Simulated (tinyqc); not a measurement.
Angle of incidence: thin-film optics by transfer matrices.

Indices N = n + i k. Snell: N0 sin(theta) = N_j sin(theta_j), with Im(N_j cos theta_j) >= 0. Admittance y_j = N_j cos theta_j for s and N_j/cos theta_j for p. Phase delta_j = 2 pi N_j cos theta_j d_j/lambda. Layer matrix [[cos delta, -i sin delta/y], [-i y sin delta, cos delta]], multiplied from the top down to M. (B, C) = M (1, y_sub); r = (y0 B - C)/(y0 B + C), R = |r|^2, T = 4 Re y0 Re y_sub/|y0 B + C|^2, absorbed in the films 1 - R - T.

Ellipsometry: rho = tan(Psi) exp(i Delta) = -conj(r_p/r_s) with the r of the admittance formula, Delta in 0 to 360 degrees, so that a bare dielectric at small angles gives Delta = 180.

Inputs chosen for the exercise (indices near those of SiO2 on polySi; shifted at random, so the results belong to these values and not to a real crystal): lam = 365 nm (vacuum wavelength); n0 = 1 (ambient index); n = (1.45, 4.875) (n of SiO2, substrate); k = (0, 2.643) (k in the same order); d = (123) nm (thicknesses, top first).

Both polarisations.

Stack:
```
theta (degrees)     R_s     R_p    Psi   Delta
0                0.5325  0.5325  45.00  180.00
15               0.5446  0.5214  44.37  179.66
30               0.5765  0.4813  42.42  180.37
45               0.6173  0.4000  38.84  187.98
55               0.6463  0.3296  35.53  202.76
60               0.6629  0.2992  33.89  215.18
65               0.6833  0.2819  32.71  231.98
70               0.7110  0.2894  32.54  253.28
75               0.7514  0.3380  33.85  278.15
80               0.8106  0.4499  36.69  304.95
85               0.8938  0.6565  40.60  332.40
```

R_s and R_p agree at normal incidence (0.5325). R_p is lowest at 65 degrees of those listed (0.2819), where R_s = 0.6833; the top face alone would stop reflecting p light at arctan(n/n0) = 55.4 degrees, while the layers and the substrate below set where the minimum falls. R_s rises steadily with the angle.

tinyqc: `OMP_NUM_THREADS=1 python tinyqc.py 1651846 1651847 out.jsonl`; about 0.03 s, one thread, shared Intel(R) Xeon(R) Processor @ 2.30GHz.
